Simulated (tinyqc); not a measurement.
Inside a calculation: five-level k.p model folded onto the conduction band. Values are carried at full precision from step to step, so a last printed digit may differ when a step is redone from the rounded ones.

Second-order sums for the lowest conduction level at E: 1/m = 1 + Cm + (Ep/3)(2/E + 1/(E + Dso)) - (Ep2/3)(2/(E7 + D2 - E) + 1/(E7 - E)); g/2 = 1 + Cg - (Ep/3)(1/E - 1/(E + Dso)) - (Ep2/3)(1/(E7 - E) - 1/(E7 + D2 - E)). E is counted from the top of the valence band; E = Eg at the edge.

Constants: hbar^2/2m0 = 3.80998211 eV angstrom^2.

Parameters, chosen for this exercise (near those of GaSb; not measured data): Eg = 0.812 eV (gap at Gamma to the s-like level); Dso = 0.776 eV (spin-orbit splitting); Ep = 26.6 eV (Kane energy); E7 = 3.16 eV (upper Gamma7 conduction level, from the valence top); D2 = 0.31 eV (its spin-orbit splitting, Gamma8 above Gamma7); Ep2 = 5.3 eV (Kane energy to the upper levels); Cm = -1.2 (remote term in 1/m); Cg = -0.02 (remote term in g/2); k = 0.027 1/angstrom (wave vector along z).

## Mass and g factor term by term

Evaluate at E = Eg.

Terms:
```
level           part of 1/m  part of g
free + remote       -0.2000     1.9600
Gamma8 valence      21.8391   -21.8391
Gamma7 valence       5.5835    11.1671
Gamma8 upper        -1.3293     1.3293
Gamma7 upper        -0.7524    -1.5048
```

m = 0.0398 m0
g = -8.888

The valence levels give 27.42 to 1/m and the upper levels take 2.08 away. In g the two valence terms nearly cancel when Dso is small against Eg; here Dso/Eg = 0.96 and they leave -10.672, the upper pair -0.176.

## The matrix at one k

For k along z and one spin sector the level c couples to four states. With c0 = hbar^2/2m0, P = sqrt(Ep c0), P2 = sqrt(Ep2 c0): diagonal Eg + (1 + Cm) c0 k^2 for c, and 0, -Dso, E7 + D2, E7 for lh, so, G8 up, G7 up (their own dispersion is left out); couplings of c: sqrt(2/3) P k to lh, sqrt(1/3) P k to so, sqrt(2/3) P2 k to G8 up, sqrt(1/3) P2 k to G7 up (phases chosen real).

Fill in the matrix.

H (eV), rows c, lh, so, G8 up, G7 up and columns alike:
```
[[0.81144, 0.22193, 0.15693, 0.09906, 0.07005],
 [0.22193, 0, 0, 0, 0],
 [0.15693, 0, -0.77600, 0, 0],
 [0.09906, 0, 0, 3.47000, 0],
 [0.07005, 0, 0, 0, 3.16000]]
```

## Exact folding onto c

Solve E = H_cc + S(E), S(E) = sum_j H_cj^2/(E - H_jj), from E = H_cc, by plain substitution and by Newton steps on E - H_cc - S(E). The weight of c in the state is Z = 1/(1 - dS/dE). The exact level is the third eigenvalue of H from below.

Iterates (eV):
```
step  substitution   Newton
0          0.81144  0.81144
1          0.88188  0.87625
2          0.87620  0.87660
3          0.87663  0.87660
4          0.87660  0.87660
5          0.87660  0.87660
6          0.87660  0.87660
7          0.87660  0.87660
```

exact level = 0.87660 eV
Z = 0.9298

Substitution multiplies the error by about dS/dE = 1 - 1/Z = -0.076 a step, so it alternates; after 7 steps it is off by 9.7e-10 eV, while Newton is within 1e-5 eV from step 2 on.

## Loewdin series

Expanding E = H_cc + S(E) about Eg in powers of k^2, with s_n = sum_j H_cj^2/(Eg - H_jj)^n: order k^2: e2 = (1 + Cm) c0 k^2 + s1; order k^4: e4 = -s2 e2; order k^6: e6 = s3 e2^2 + s2^2 e2.

Give each order and the partial sums, counted from Eg.

s1 (eV), s2 (no unit), s3 (1/eV); (1 + Cm) c0 k^2 is H_cc - Eg: [0.07038, 0.08675, 0.09724]

e2, e4, e6 (eV): [0.06983, -0.00606, 0.00100]

partial sums (eV): [0.06983, 0.06377, 0.06477]

The exact value is 0.06460 eV; the errors of the partial sums are +5.23, -0.83 and +0.17 meV.

## Checks

- Curvature of the exact level at small k against the sum for 1/m: both 25.141.

Run: tinyqc, `OMP_NUM_THREADS=1 python tinyqc.py 1051312 1051313 out.jsonl`; Intel(R) Xeon(R) Processor @ 2.30GHz, one thread, shared host; about 0.01 s of CPU time with all checks.
